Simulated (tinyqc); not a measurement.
Worked calculation: empirical pseudopotential in a few plane waves. Computed by tinyqc, a small Python program that keeps every step. Settings: plane-wave index or count = 15. Command: `OMP_NUM_THREADS=1 python tinyqc.py 31908 31909 out.jsonl` (the two numbers bound the seeds that draw the settings). One thread of a shared host (Intel(R) Xeon(R) Processor @ 2.60GHz), about 0.2 s of CPU time with the checks.

## Bloch Hamiltonian at k

Parameters chosen for this model: fcc lattice, atoms at +/- a/8 (1,1,1); form factors in rydberg at |G|^2 in units of (2 pi/a)^2:

| parameter | value | unit |
|---|---|---|
| a | 5.700000 | angstrom |
| VS(3) | -0.225000 | Ry |
| VS(8) | 0.019000 | Ry |
| VS(11) | 0.035000 | Ry |
| VA(3) | 0.058000 | Ry |
| VA(4) | 0.065000 | Ry |
| VA(11) | 0.018000 | Ry |
| hbar^2/2m (2 pi/a)^2 | 4.629488 | eV |

k point k (2 pi / a): 0.590000  0.150000  0.320000

Basis: the 15 shortest G (labels in 2 pi/a), the same at every k. H(G,G') = c |k + G|^2 delta + VS(|G-G'|^2) cos((G-G').tau) + i VA sin((G-G').tau), tau = a/8 (1,1,1); 1 Ry = 13.605693 eV.

H(k) at k (eV):
```
                     +0+0+0               -1-1-1               -1-1+1               -1+1-1
+0+0+0             2.189748   2.164653+0.557999i  -2.164653+0.557999i  -2.164653+0.557999i
-1-1-1   2.164653-0.557999i             6.263697   0.000000-0.884370i   0.000000-0.884370i
-1-1+1  -2.164653-0.557999i   0.000000+0.884370i            12.189442             0.258508
-1+1-1  -2.164653-0.557999i   0.000000+0.884370i             0.258508             9.041390
-1+1+1  -2.164653+0.557999i            -0.258508   0.000000+0.884370i   0.000000+0.884370i
+1-1-1  -2.164653-0.557999i   0.000000+0.884370i             0.258508             0.258508
+1-1+1  -2.164653+0.557999i            -0.258508   0.000000+0.884370i             0.000000
+1+1-1  -2.164653+0.557999i            -0.258508             0.000000   0.000000+0.884370i
+1+1+1   2.164653+0.557999i             0.000000            -0.258508            -0.258508
-2+0+0   0.000000-0.884370i  -2.164653+0.557999i  -2.164653-0.557999i  -2.164653-0.557999i
+0-2+0   0.000000-0.884370i  -2.164653+0.557999i  -2.164653-0.557999i   0.336724-0.173172i
+0+0-2   0.000000-0.884370i  -2.164653+0.557999i   0.336724-0.173172i  -2.164653-0.557999i
+0+0+2   0.000000+0.884370i  -0.336724-0.173172i   2.164653+0.557999i  -0.336724+0.173172i
+0+2+0   0.000000+0.884370i  -0.336724-0.173172i  -0.336724+0.173172i   2.164653+0.557999i
+2+0+0   0.000000+0.884370i  -0.336724-0.173172i  -0.336724+0.173172i  -0.336724+0.173172i

                     -1+1+1               +1-1-1               +1-1+1               +1+1-1
+0+0+0  -2.164653-0.557999i  -2.164653+0.557999i  -2.164653-0.557999i  -2.164653-0.557999i
-1-1-1            -0.258508   0.000000-0.884370i            -0.258508            -0.258508
-1-1+1   0.000000-0.884370i             0.258508   0.000000-0.884370i             0.000000
-1+1-1   0.000000-0.884370i             0.258508             0.000000   0.000000-0.884370i
-1+1+1            14.967134             0.000000             0.258508             0.258508
+1-1-1             0.000000            17.189288   0.000000-0.884370i   0.000000-0.884370i
+1-1+1             0.258508   0.000000+0.884370i            23.115033             0.258508
+1+1-1             0.258508   0.000000+0.884370i             0.258508            19.966981
+1+1+1   0.000000+0.884370i            -0.258508   0.000000+0.884370i   0.000000+0.884370i
-2+0+0   2.164653-0.557999i   0.336724-0.173172i  -0.336724-0.173172i  -0.336724-0.173172i
+0-2+0  -0.336724-0.173172i  -2.164653-0.557999i   2.164653-0.557999i  -0.336724-0.173172i
+0+0-2  -0.336724-0.173172i  -2.164653-0.557999i  -0.336724-0.173172i   2.164653-0.557999i
+0+0+2  -2.164653+0.557999i  -0.336724+0.173172i  -2.164653+0.557999i   0.336724+0.173172i
+0+2+0  -2.164653+0.557999i  -0.336724+0.173172i   0.336724+0.173172i  -2.164653+0.557999i
+2+0+0   0.336724+0.173172i   2.164653+0.557999i  -2.164653+0.557999i  -2.164653+0.557999i

                     +1+1+1               -2+0+0               +0-2+0               +0+0-2
+0+0+0   2.164653-0.557999i   0.000000+0.884370i   0.000000+0.884370i   0.000000+0.884370i
-1-1-1             0.000000  -2.164653-0.557999i  -2.164653-0.557999i  -2.164653-0.557999i
-1-1+1            -0.258508  -2.164653+0.557999i  -2.164653+0.557999i   0.336724+0.173172i
-1+1-1            -0.258508  -2.164653+0.557999i   0.336724+0.173172i  -2.164653+0.557999i
-1+1+1   0.000000-0.884370i   2.164653+0.557999i  -0.336724+0.173172i  -0.336724+0.173172i
+1-1-1            -0.258508   0.336724+0.173172i  -2.164653+0.557999i  -2.164653+0.557999i
+1-1+1   0.000000-0.884370i  -0.336724+0.173172i   2.164653+0.557999i  -0.336724+0.173172i
+1+1-1   0.000000-0.884370i  -0.336724+0.173172i  -0.336724+0.173172i   2.164653+0.557999i
+1+1+1            25.892726  -0.336724-0.173172i  -0.336724-0.173172i  -0.336724-0.173172i
-2+0+0  -0.336724+0.173172i             9.782108             0.258508             0.258508
+0-2+0  -0.336724+0.173172i             0.258508            17.930006             0.258508
+0+0-2  -0.336724+0.173172i             0.258508             0.258508            14.781955
+0+0+2  -2.164653-0.557999i            -0.258508            -0.258508             0.000000
+0+2+0  -2.164653-0.557999i            -0.258508             0.000000            -0.258508
+2+0+0  -2.164653-0.557999i             0.000000            -0.258508            -0.258508

                     +0+0+2               +0+2+0               +2+0+0
+0+0+0   0.000000-0.884370i   0.000000-0.884370i   0.000000-0.884370i
-1-1-1  -0.336724+0.173172i  -0.336724+0.173172i  -0.336724+0.173172i
-1-1+1   2.164653-0.557999i  -0.336724-0.173172i  -0.336724-0.173172i
-1+1-1  -0.336724-0.173172i   2.164653-0.557999i  -0.336724-0.173172i
-1+1+1  -2.164653-0.557999i  -2.164653-0.557999i   0.336724-0.173172i
+1-1-1  -0.336724-0.173172i  -0.336724-0.173172i   2.164653-0.557999i
+1-1+1  -2.164653-0.557999i   0.336724-0.173172i  -2.164653-0.557999i
+1+1-1   0.336724-0.173172i  -2.164653-0.557999i  -2.164653-0.557999i
+1+1+1  -2.164653+0.557999i  -2.164653+0.557999i  -2.164653+0.557999i
-2+0+0            -0.258508            -0.258508             0.000000
+0-2+0            -0.258508             0.000000            -0.258508
+0+0-2             0.000000            -0.258508            -0.258508
+0+0+2            26.633444             0.258508             0.258508
+0+2+0             0.258508            23.485392             0.258508
+2+0+0             0.258508             0.258508            31.633291
```

## Levels at k

Diagonalise the Hermitian matrix.

eigenvalues (eV): -1.838062  4.791814  7.808304  8.789569  12.860323  14.260272  15.418862  16.336442  19.293603  20.767145  22.057345  24.690268  26.894437  29.067426  33.863886

## Bands along a path

The same steps at evenly spaced points between the labelled ones.

Bands along the path (eV), lowest eight:

| k | band 1 | band 2 | band 3 | band 4 | band 5 | band 6 | band 7 | band 8 |
|---|---|---|---|---|---|---|---|---|
| L | -1.450650 | 3.747490 | 9.396238 | 9.396238 | 11.327805 | 14.492288 | 14.492288 | 17.922206 |
| L-G 0.25 | -2.006982 | 4.564103 | 9.398663 | 9.398663 | 11.349921 | 14.517146 | 14.517146 | 17.878368 |
| L-G 0.50 | -2.641654 | 6.147780 | 9.615960 | 9.615960 | 11.629191 | 14.670804 | 14.670804 | 16.076645 |
| L-G 0.75 | -3.087707 | 8.144555 | 9.943386 | 9.943386 | 11.663931 | 14.334839 | 14.334839 | 14.340677 |
| G | -3.244589 | 10.123521 | 10.123521 | 10.123521 | 10.362174 | 14.008256 | 14.008256 | 14.008256 |
| G-X 0.25 | -3.035088 | 8.086483 | 9.566730 | 9.566730 | 12.476091 | 13.244800 | 14.949753 | 14.949753 |
| G-X 0.50 | -2.434952 | 6.177612 | 8.700984 | 8.700984 | 12.043810 | 13.306502 | 16.496752 | 16.935395 |
| G-X 0.75 | -1.564068 | 4.590686 | 8.140708 | 8.140708 | 11.228321 | 12.371482 | 19.043050 | 19.305519 |
| X | -0.796855 | 3.693266 | 8.047276 | 8.047276 | 10.900552 | 12.132212 | 21.945722 | 21.945722 |

With 4 band(s) filled, the highest filled level on these points lies at G and the lowest empty one at G: a gap of 0.2387 eV, direct. This holds for the small fixed basis; with all plane waves up to |k + G|^2 = 21 (2 pi/a)^2 the gap along the path is 0.37 eV.

## Convergence with the number of plane waves

Levels at G counted from the fourth one.

Levels (eV):

| plane waves | level 1 | level 5 | level 8 |
|---|---|---|---|
| 9 | -15.300809 | 1.039855 | 1.768740 |
| 15 | -13.368110 | 0.238653 | 3.884735 |
| 27 | -12.694943 | 0.349440 | 4.015145 |
| 51 | -12.510866 | 0.332088 | 4.177127 |
| 59 | -12.476121 | 0.362471 | 4.077459 |
| 65 | -12.470678 | 0.358772 | 4.067321 |
| 89 | -12.463721 | 0.358004 | 4.072301 |
